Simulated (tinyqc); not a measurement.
Off-state leakage of single and stacked transistors: two steps of the calculation.

n-channel devices of unit width. Subthreshold current I(Vg, Vs, Vd) = I0 (T/300 K)^0.5 exp[(Vg - Vs - VT(T) - gb (Vs - Vb) + dd (Vd - Vs))/(nf Vt)] (1 - exp(-(Vd - Vs)/Vt)), VT(T) = VT - cT (T - 300 K). Gate-edge tunnelling Ig (Vd/1 V) exp(ag (Vd - 1 V)), for a gate at 0 V, and band-to-band leakage Ab u exp(-Bb/u), u = Vd - Vb + 1 V, flow at a drain held at V; both are taken as independent of T. In a stack of off transistors (all gates at 0 V) the same subthreshold current passes through each.

Parameters, values chosen for the exercise; values of the order met in bulk silicon logic transistors: temperature T = 330 K; supply voltage V = 1.1 V; threshold at 300 K, zero drain and body bias VT = 0.48 V; fall of the threshold with temperature cT = 0.8 mV/K; current at threshold at 300 K I0 = 0.1 uA/um; slope factor nf = 1.48; drain-induced lowering per volt dd = 0.1; rise of the threshold per volt of source-body bias gb = 0.2; gate-edge tunnelling current at 1 V Ig = 0.0008 uA/um; exponential slope of the gate current ag = 3 1/V; prefactor of band-to-band leakage at the drain Ab = 3 uA/(um V); its exponential voltage Bb = 20 V; body voltage Vb = 0 V.

Constants: q = 1.602176634e-19 C, kB = 1.380649e-23 J/K, Vt = kB T/q. Results are converted to the units shown.

Problem 1. Leakage of one transistor. Vg = Vs = 0, Vd = V; effective threshold VT(T) - gb Vb - dd V.

Find: effective threshold; parts; total; shares.

Solution 1.

effective threshold = 0.34600 V
parts (nA/um): subthreshold 0.028206, gate edge 1.1879, band-to-band 0.46047
total = 1.6766 nA/um
shares (%): subthreshold 1.6824, gate edge 70.852, band-to-band 27.465

The gate edge part is the largest.

Problem 2. New Vx. Stack of two, Vx the node between them: I_low = I(0, 0, Vx), I_up = I(0, Vx, V), f = ln(I_up/I_low), f' = -(1 + gb + 2 dd)/(nf Vt) - 1/(Vt (exp(Vx/Vt) - 1)) - 1/(Vt (exp((V - Vx)/Vt) - 1)), Vx(new) = Vx - f/f'.

Vx at the start = 0.079 V

Find: I_low; I_up; f; f'; Vx after iteration 1.

Solution 2.

I_low = 0.0023383 nA/um
I_up = 0.0024580 nA/um
f = 0.049919
f' = -35.595 1/V
Vx after iteration 1 = 0.080402 V

Numbers from tinyqc (`OMP_NUM_THREADS=1 python tinyqc.py 2242146 2242147 out.jsonl`; about 0.04 s on one thread of a shared Intel Xeon 2.30GHz).
